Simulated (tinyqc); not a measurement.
Worked calculation: Franz-Keldysh effect at a direct gap. Values are carried at full precision from step to step, so a last printed digit may differ when a step is redone from the rounded ones.

Parabolic bands, vertical transitions, no excitons. For each hole band j: mr = me mj/(me + mj); joint density of states J_j(E) = (mr/c)^(3/2) sqrt(E - Eg)/(2 pi^2), both spins, c = hbar^2/2m0; averaged matrix element |e.p|^2 = m0 Ep/6; alpha_j(E) = 4 pi^2 alpha_f c Ep J_j/(3 nr E) in 1/angstrom (alpha_f the fine-structure constant, listed as alpha among the constants), times 1e8 for 1/cm.

In a field Fd (1 kV/cm = 1e-5 V/angstrom) the electro-optic energy of band j is th = (c (e Fd)^2/mr)^(1/3), and sqrt(E - Eg) in J_j is replaced by pi sqrt(th) [Ai'(b)^2 - b Ai(b)^2] with b = (Eg - E)/th; Ai is the Airy function.

Constants: hbar^2/2m0 = 3.80998211 eV angstrom^2; fine-structure constant alpha = 0.007297352564.

Values chosen for the exercise (near those of GaAs; not measured data):
```
symbol  value   unit        meaning
Eg      1.411   eV          direct gap
me      0.066   m0          electron mass
mhh     0.477   m0          heavy-hole mass
mlh     0.0808  m0          light-hole mass
Ep      25.3    eV          Kane energy
nr      3.56                refractive index
Fd      70      kV/cm       uniform field
E       1.463   eV          photon energy
L       110     micrometre  length of a waveguide
```

## Electro-optic energy and length

For each hole band give mr, th and the length th/(e Fd).

Scales:
```
hole,mr (m0),th (meV),length (angstrom)
heavy,0.05798,31.814,45.4
light,0.03633,37.179,53.1
```

The light-hole pair has th larger by a factor 1.169, the cube root of the ratio of reduced masses.

## Airy factors at E

Ai is the Airy function, th the electro-optic energy of each hole band from the table (its other columns are not needed here), b = (Eg - E)/th with th in eV; the factor takes the place of sqrt(E - Eg) in the joint density of states.

Form b, Ai(b), Ai'(b) and the factor pi sqrt(th) [Ai'^2 - b Ai^2] for each band, beside sqrt(E - Eg) (zero below the gap).

Factors:
```
hole,b,Ai(b),Ai'(b),factor (eV^(1/2)),without field
heavy,-1.6345,0.4164,0.4022,0.2494,0.2280
light,-1.3986,0.4920,0.2389,0.2397,0.2280
```

## Absorption with and without the field

Put the factors in place of sqrt(E - Eg) in alpha_j and add the bands; a waveguide of length L changes its transmission by 4.343 (alpha(F) - alpha(0)) L dB.

alpha_j in the field (1/cm): heavy 4.22e+03, light 2.01e+03

alpha(F) = 6.22e+03 1/cm
alpha(0) = 5766 1/cm
change of loss = 21.9 dB

Without the field the loss over L is 275 dB, so this energy is of no use for a modulator. Above the gap the field raises the absorption at this energy; the sign alternates with energy (Franz-Keldysh oscillations). Excitons, which add a sharp peak at low field, are left out.

## Checks

- Airy factor at b = -40 against the zero-field limit sqrt(-b): 6.33 against 6.32.

tinyqc: `OMP_NUM_THREADS=1 python tinyqc.py 1681988 1681989 out.jsonl`; about 0.01 s, one thread, shared Intel(R) Xeon(R) Processor @ 2.30GHz.
